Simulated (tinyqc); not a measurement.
G0W0 on RHF in the sto-6g basis, for BeH2, spin multiplicity 1, step by step. One step of it, computed by the program tinyqc.

Problem. G0W0 on Hartree-Fock: LUMO. W(p,q,m) = sqrt2 sum_ia (pq|ia) (X+Y)_ia,m; Sigma_c(x) = sum_(i,m) W^2/(x - e_i + w_m) + sum_(a,m) W^2/(x - e_a - w_m); solve x = e_p + Sigma_c(x) by Newton steps; Z = 1/(1 - dSigma/dx); 1 hartree = 27.211386 eV.

orbital energies (hartree): MO1 -4.593334, MO2 -0.445575, MO3 -0.408280, MO4 0.209708, MO5 0.209708, MO6 0.424158, MO7 0.847801

Two-electron integrals over orbitals (pq|rs), unique and non-zero (hartree):
```
(11|11) 2.280641    (21|11) -0.193811   (21|21) 0.025816    (22|11) 0.477610
(22|21) -0.006175   (22|22) 0.390105    (31|31) 0.005706    (32|31) 0.012813
(32|32) 0.163730    (33|11) 0.444980    (33|21) -0.002303   (33|22) 0.403289
(33|33) 0.426351    (41|41) 0.016040    (42|41) 0.014904    (42|42) 0.048042
(43|43) 0.013861    (44|11) 0.570054    (44|21) -0.007246   (44|22) 0.362970
(44|33) 0.349329    (44|44) 0.450117    (51|51) 0.016040    (52|51) 0.014904
(52|52) 0.048042    (53|53) 0.013861    (54|54) 0.024258    (55|11) 0.570054
(55|21) -0.007246   (55|22) 0.362970    (55|33) 0.349329    (55|44) 0.401601
(55|55) 0.450117    (61|11) -0.196646   (61|21) 0.026942    (61|22) -0.006720
(61|33) -0.003474   (61|44) -0.005022   (61|55) -0.005022   (61|61) 0.028316
(62|11) 0.126967    (62|21) -0.006843   (62|22) -0.021398   (62|33) -0.044612
(62|44) 0.058494    (62|55) 0.058494    (62|61) -0.005320   (62|62) 0.080112
(63|31) -0.001534   (63|32) -0.093259   (63|63) 0.083628    (64|41) 0.016410
(64|42) 0.047174    (64|64) 0.051155    (65|51) 0.016410    (65|52) 0.047174
(65|65) 0.051155    (66|11) 0.482293    (66|21) -0.007321   (66|22) 0.390586
(66|33) 0.401171    (66|44) 0.364601    (66|55) 0.364601    (66|61) -0.007305
(66|62) -0.030060   (66|66) 0.406281    (71|31) 0.010791    (71|32) 0.019388
(71|63) -0.000912   (71|71) 0.020721    (72|31) 0.003931    (72|32) -0.043533
(72|63) 0.062139    (72|71) 0.007687    (72|72) 0.057702    (73|11) 0.144687
(73|21) -0.004454   (73|22) -0.004101   (73|33) -0.019649   (73|44) 0.063466
(73|55) 0.063466    (73|61) -0.003460   (73|62) 0.075655    (73|66) -0.022388
(73|73) 0.084545    (74|43) 0.013617    (74|74) 0.016677    (75|53) 0.013617
(75|75) 0.016677    (76|31) 0.010728    (76|32) 0.142478    (76|63) -0.092761
(76|71) 0.016623    (76|72) -0.053007   (76|76) 0.139081    (77|11) 0.566902
(77|21) -0.007982   (77|22) 0.419106    (77|33) 0.437051    (77|44) 0.386506
(77|55) 0.386506    (77|61) -0.008259   (77|62) -0.029614   (77|66) 0.428407
(77|73) -0.005832   (77|77) 0.477245
```

excitation energies w (hartree): [0.645116, 0.645116, 0.744869, 0.744869, 0.953304, 0.969979, 1.426090, 1.447990, 4.835066, 4.835066, 5.073820, 5.482442]

X + Y:
```
            1          2          3          4          5          6          7         8
1>4  0.000000   0.000000  -0.011768  -0.000033   0.000000   0.000000   0.000000  0.000000
1>5  0.000000   0.000000   0.000033  -0.011768   0.000000   0.000000   0.000000  0.000000
1>6  0.000000   0.000000   0.000000   0.000000   0.000000   0.002997   0.000000  0.003620
1>7  0.000000   0.000000   0.000000   0.000000   0.002196   0.000000  -0.005397  0.000000
2>4  0.000000   0.000000   0.937925   0.002593   0.000000   0.000000   0.000000  0.000000
2>5  0.000000   0.000000  -0.002593   0.937925   0.000000   0.000000   0.000000  0.000000
2>6  0.000000   0.000000   0.000000   0.000000   0.000000   0.907508   0.000000  0.221254
2>7  0.000000   0.000000   0.000000   0.000000  -0.274820   0.000000   0.925443  0.000000
3>4  0.901538  -0.381024   0.000000   0.000000   0.000000   0.000000   0.000000  0.000000
3>5  0.381024   0.901538   0.000000   0.000000   0.000000   0.000000   0.000000  0.000000
3>6  0.000000   0.000000   0.000000   0.000000   0.908077   0.000000   0.180263  0.000000
3>7  0.000000   0.000000   0.000000   0.000000   0.000000  -0.324872   0.000000  0.892616

            9        10         11         12
1>4  0.996672  0.000000   0.000000   0.000000
1>5  0.000000  0.996672   0.000000   0.000000
1>6  0.000000  0.000000   0.994431   0.000000
1>7  0.000000  0.000000   0.000000   0.996221
2>4  0.001706  0.000000   0.000000   0.000000
2>5  0.000000  0.001706   0.000000   0.000000
2>6  0.000000  0.000000  -0.000753   0.000000
2>7  0.000000  0.000000   0.000000   0.001410
3>4  0.000000  0.000000   0.000000   0.000000
3>5  0.000000  0.000000   0.000000   0.000000
3>6  0.000000  0.000000   0.000000  -0.000094
3>7  0.000000  0.000000  -0.000740   0.000000
```

Give: The 12 largest terms at x = e_p; Newton steps; quasiparticle energy of the LUMO; Hartree-Fock value.

Solution.

The 12 largest terms at x = e_p (hartree; W for the signs of X + Y given):
```
q  m        W       term
4  8   0.0984    -0.0067
6  3   0.0623    -0.0040
2  3   0.0635     0.0029
4  6   0.0459    -0.0022
3  1   0.0177   2.47e-04
7  1   0.0174  -2.35e-04
6  9   0.0232  -1.07e-04
2  9   0.0211   8.13e-05
1  3   0.0195   6.86e-05
1  9   0.0226   5.32e-05
3  2  -0.0075   4.42e-05
7  2  -0.0073  -4.20e-05
```

Newton steps (hartree):
```
step       x  Sigma_c(x)       Z
0     0.2097     -0.0099  0.9866
1     0.1999     -0.0098  0.9867
2     0.1999     -0.0098  0.9867
```

quasiparticle energy of the LUMO = 5.4400 eV

Hartree-Fock value = 5.7065 eV
